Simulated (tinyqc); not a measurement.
Inside a calculation. Method: tight binding, honeycomb lattice. One step of it, computed by the program tinyqc.

Problem. Levels at k. Diagonalise the Hermitian matrix.

H(k) at k (eV):
```
                     A                    B
A             0.000000  -0.572372-4.018696i
B  -0.572372+4.018696i             0.000000
```

Give: eigenvalues; weights |c|^2 of the basis functions.

Solution.

eigenvalues (eV): -4.0593  4.0593

weights |c|^2 of the basis functions:
```
   band 1  band 2
A  0.5000  0.5000
B  0.5000  0.5000
```
